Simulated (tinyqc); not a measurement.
## Loss and coupling from a measured resonance

Problem. An all-pass ring of radius Rr has F = FSR/FWHM = pi sqrt(a t)/(1 - a t) and Tmin = (a - t)^2/(1 - a t)^2; it is known to be undercoupled (t > a). a = 10^(-al L/20), L = 2 pi Rr, k2 = 1 - t^2, FSR = lam^2/(ng L). Find ng, al and k2.

Inputs (values chosen for the exercise):
- lam = 1550 nm (cold resonance wavelength)
- Rr = 50 um (ring radius)

FSR = 3.624357827 nm
FWHM = 21.23645544 pm
Tmin (linear) = 0.03201904632

Solution. The finesse gives the product a t, Tmin the difference |a - t|; the spectrum alone cannot tell which is which.

ng = 2.11
al = 3.00 dB/cm
k2 = 0.0150

Numbers from tinyqc (`OMP_NUM_THREADS=1 python tinyqc.py 2650016 2650017 out.jsonl`; about 0.01 s on one thread of a shared Intel Xeon 2.30GHz).
